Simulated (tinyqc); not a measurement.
## Barrier height from two thicknesses

Question. Through a thick flat barrier T = c exp(-2 kappa t) with a prefactor c that does not depend on t, and kappa = sqrt(m1 phi1/C), C = hbar^2/(2 m0). Find kappa, the decades lost for each nanometre, c and phi1.

Inputs (values chosen for the exercise):
```
symbol,value,unit,meaning
m1,0.51,m0,tunnelling mass of layer 1
```

Constants: q = 1.602176634e-19 C, hbar = 1.054571817e-34 J s, m0 = 9.1093837015e-31 kg, hbar^2/(2 m0) = 0.0380998212 eV nm^2. Results are converted to the units shown.

T at t = 1.3 and 2.1 nm: 2.8738506e-7  1.1545300e-11

Answer. The ratio of the two values removes c: kappa = ln(T_a/T_b)/(2 (t_b - t_a)).

kappa = 6.33 1/nm
decades a nanometre = 5.50
c = 4.00
phi1 = 2.99 eV

tinyqc, about 0.01 s, one thread, Intel Xeon 2.30GHz (shared host): `OMP_NUM_THREADS=1 python tinyqc.py 2540066 2540067 out.jsonl`
